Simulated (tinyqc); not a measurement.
# Phonon and roughness prefactors from two fields

Question. At 300 K and high field 1/mu = E^(1/3)/Ap + E^gs/As, E in MV/cm. Find Ap and As.

Parameters, values chosen for the exercise:
- gs = 2 (exponent of the roughness term)

mu at E = 0.45 and 1.27 MV/cm (cm^2/(V s)): 525.64350  247.21576

Solution. Two linear equations in 1/Ap and 1/As.

Ap = 452 cm^2/(V s)
As = 978 cm^2/(V s)

Computed by the program tinyqc: `OMP_NUM_THREADS=1 python tinyqc.py 2510043 2510044 out.jsonl`, one thread of a shared Intel Xeon 2.30GHz, about 0.01 s for the whole run.
